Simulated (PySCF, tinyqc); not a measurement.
RHF in the 6-31g basis, for H2, spin multiplicity 1, step by step. The lowest restricted solution is unstable here: a spin-polarised one lies 0.0189 hartree lower (PySCF). One step of it, computed by the program tinyqc.

Task: Iteration 1: diagonalisation and new density. Diagonalise F' = X^T F X, C = X C', fill 1 alpha and 1 beta electrons from the bottom; D = 2 C_occ C_occ^T. Each column has its largest component positive (the first on a tie).

Fock matrix F (hartree), lower triangle:
```
           1H 1s      1H 2s      2H 1s      2H 2s
1H 1s   0.284392
1H 2s  -0.098732  -0.006119
2H 1s  -0.113262  -0.075970   0.284392
2H 2s  -0.075970  -0.075721  -0.098732  -0.006119
```

X, lower triangle:
```
           1H 1s      1H 2s      2H 1s     2H 2s
1H 1s   1.254327
1H 2s  -0.499582   1.426994
2H 1s   0.026912   0.029950   1.254327
2H 2s   0.029950  -0.394542  -0.499582  1.426994
```

Give: F' = X^T F X; orbital energies; coefficients C; D after iteration 1.

Result:

F' = X^T F X (hartree), lower triangle:
```
        1       2       3      4
1   0.561
2  -0.358   0.253
3  -0.088   0.025   0.561
4   0.025  -0.133  -0.358  0.253
```

orbital energies (hartree): MO1 -0.080, MO2 0.113, MO3 0.673, MO4 0.922

coefficients C:
```
         MO1     MO2     MO3     MO4
1H 1s  0.182   0.200   0.948  -0.924
1H 2s  0.454   0.830  -0.661   1.054
2H 1s  0.182  -0.200   0.948   0.924
2H 2s  0.454  -0.830  -0.661  -1.054
```

D after iteration 1, lower triangle:
```
       1H 1s  1H 2s  2H 1s  2H 2s
1H 1s  0.067
1H 2s  0.166  0.413
2H 1s  0.067  0.166  0.067
2H 2s  0.166  0.413  0.166  0.413
```
